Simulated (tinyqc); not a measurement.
Stepped quantum well by finite differences: one step. The tridiagonal Hamiltonian. Two cases, with inputs chosen for the exercise.

Task: Form the diagonal and the neighbouring elements; V in the grid already includes the field.

Finite differences on points z_i at the centres of cells of width h: H_ii = (c/h^2)(1/m_(i-1/2) + 1/m_(i+1/2)) + V_i, H_(i,i+1) = -(c/h^2)/m_(i+1/2), where m_(i+1/2) is the mean of the masses at the two points (the end values are repeated outwards), psi = 0 on the points beyond both ends, c = hbar^2/2m0. The field adds e F (z - z0) with z0 the middle of the structure; 1 kV/cm = 1e-5 eV/angstrom.

Constants: hbar^2/2m0 = 3.80998211 eV angstrom^2.

Case 1.

Values chosen (out of a larger set: near those of an InGaAs well in InP; not measured data): h = 17 angstrom (cell width of the coarse grid).

Grid:
```
i   z (angstrom)     V (eV)    m (m0)
1          8.500   0.231720  0.081000
2         25.500   0.233760  0.081000
3         42.500   0.235800  0.081000
4         59.500   0.237840  0.081000
5         76.500  -0.006120  0.041200
6         93.500  -0.004080  0.041200
7        110.500   0.103960  0.058300
8        127.500   0.106000  0.058300
9        144.500   0.108040  0.058300
10       161.500   0.110080  0.058300
11       178.500   0.112120  0.058300
12       195.500   0.254160  0.081000
13       212.500   0.256200  0.081000
14       229.500   0.258240  0.081000
15       246.500   0.260280  0.081000
```

Case 2.

Values chosen (out of a larger set: near those of an InGaAs well in InP; not measured data): h = 22 angstrom (cell width of the coarse grid).

Grid:
```
i   z (angstrom)     V (eV)    m (m0)
1         11.000   0.202200  0.081100
2         33.000   0.211000  0.081100
3         55.000   0.219800  0.081100
4         77.000   0.228600  0.081100
5         99.000  -0.017600  0.040000
6        121.000  -0.008800  0.040000
7        143.000   0.105000  0.056900
8        165.000   0.113800  0.056900
9        187.000   0.122600  0.056900
10       209.000   0.281400  0.081100
11       231.000   0.290200  0.081100
12       253.000   0.299000  0.081100
13       275.000   0.307800  0.081100
```

Give: diagonal H_ii; H_(i,i+1).

Result:

Case 1.

diagonal H_ii (eV): [0.5572, 0.5593, 0.5613, 0.6164, 0.5296, 0.5809, 0.5951, 0.5583, 0.5603, 0.5623, 0.5275, 0.6062, 0.5817, 0.5838, 0.5858]

H_(i,i+1) (eV): [-0.1628, -0.1628, -0.1628, -0.2158, -0.3200, -0.2650, -0.2261, -0.2261, -0.2261, -0.2261, -0.1893, -0.1628, -0.1628, -0.1628]

Case 2.

diagonal H_ii (eV): [0.3963, 0.4051, 0.4139, 0.4557, 0.3092, 0.3505, 0.4058, 0.3905, 0.3750, 0.4925, 0.4843, 0.4931, 0.5019]

H_(i,i+1) (eV): [-0.0971, -0.0971, -0.0971, -0.1300, -0.1968, -0.1625, -0.1383, -0.1383, -0.1141, -0.0971, -0.0971, -0.0971]

Computed by tinyqc, one run a case: `OMP_NUM_THREADS=1 python tinyqc.py N N+1 out.jsonl` with N = 1250318, 1250486; one thread of a shared Intel(R) Xeon(R) Processor @ 2.30GHz, about 0.03 s a run at most.
